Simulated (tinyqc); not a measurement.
RKS/PBE0 in the 6-31g basis, for H2, spin multiplicity 1, step by step. One step of it, computed by the program tinyqc.

Task: Iteration 2: building the Kohn-Sham matrix. J_ij = sum D_kl (ij|kl), K_ij = sum D_kl (ik|jl); F = H + J - 0.125 K + V_xc; E = tr D H + tr D J / 2 - 0.0625 tr D K + E_xc + E_nn.

D after iteration 1:
```
          1H 1s     1H 2s     2H 1s     2H 2s
1H 1s  0.228726  0.184699  0.228726  0.184699
1H 2s  0.184699  0.162596  0.184699  0.162596
2H 1s  0.228726  0.184699  0.228726  0.184699
2H 2s  0.184699  0.162596  0.184699  0.162596
```

core Hamiltonian H = T + V (hartree):
```
           1H 1s      1H 2s      2H 1s      2H 2s
1H 1s  -0.837398  -0.855716  -0.573775  -0.652851
1H 2s  -0.855716  -0.883470  -0.652851  -0.775139
2H 1s  -0.573775  -0.652851  -0.837398  -0.855716
2H 2s  -0.652851  -0.775139  -0.855716  -0.883470
```

Two-electron integrals (ij|kl) in chemists' order, unique and non-zero (hartree):
```
(11|11) 1.076566   (21|11) 0.578470   (21|21) 0.329423   (22|11) 0.587396
(22|21) 0.361304   (22|22) 0.453150   (31|11) 0.265919   (31|21) 0.153670
(31|22) 0.171574   (31|31) 0.094277   (32|11) 0.275030   (32|21) 0.169673
(32|22) 0.211440   (32|31) 0.111436   (32|32) 0.150584   (33|11) 0.564357
(33|21) 0.357290   (33|22) 0.461957   (33|31) 0.265919   (33|32) 0.383855
(33|33) 1.076566   (41|11) 0.383855   (41|21) 0.219722   (41|22) 0.242956
(41|31) 0.111436   (41|32) 0.126271   (41|33) 0.275030   (41|41) 0.150584
(42|11) 0.433831   (42|21) 0.268995   (42|22) 0.343522   (42|31) 0.143869
(42|32) 0.188457   (42|33) 0.433831   (42|41) 0.188457   (42|42) 0.281559
(43|11) 0.357290   (43|21) 0.224943   (43|22) 0.292071   (43|31) 0.153670
(43|32) 0.219722   (43|33) 0.578470   (43|41) 0.169673   (43|42) 0.268995
(43|43) 0.329423   (44|11) 0.461957   (44|21) 0.292071   (44|22) 0.390467
(44|31) 0.171574   (44|32) 0.242956   (44|33) 0.587396   (44|41) 0.211440
(44|42) 0.343522   (44|43) 0.361304   (44|44) 0.453150
```

nuclear repulsion = 0.58215315 hartree

V_xc (hartree):
```
           1H 1s      1H 2s      2H 1s      2H 2s
1H 1s  -0.402099  -0.220155  -0.128356  -0.155369
1H 2s  -0.220155  -0.219121  -0.155369  -0.183570
2H 1s  -0.128356  -0.155369  -0.402099  -0.220155
2H 2s  -0.155369  -0.183570  -0.220155  -0.219121
```

E_xc = sum of w rho eps_xc = -0.50617340 hartree

Give: Coulomb J; exchange K; Kohn-Sham matrix F; total energy of this density.

Result:

Coulomb J (hartree):
```
       1H 1s  1H 2s  2H 1s  2H 2s
1H 1s  1.398  0.827  0.463  0.583
1H 2s  0.827  0.977  0.583  0.806
2H 1s  0.463  0.583  1.398  0.827
2H 2s  0.583  0.806  0.827  0.977
```

exchange K (hartree):
```
       1H 1s  1H 2s  2H 1s  2H 2s
1H 1s  0.992  0.831  0.716  0.751
1H 2s  0.831  0.799  0.751  0.768
2H 1s  0.716  0.751  0.992  0.831
2H 2s  0.751  0.768  0.831  0.799
```

Kohn-Sham matrix F (hartree):
```
        1H 1s   1H 2s   2H 1s   2H 2s
1H 1s   0.034  -0.353  -0.328  -0.319
1H 2s  -0.353  -0.226  -0.319  -0.249
2H 1s  -0.328  -0.319   0.034  -0.353
2H 2s  -0.319  -0.249  -0.353  -0.226
```

total energy of this density = -1.14113 hartree

This density is a damped mixture and is not idempotent.
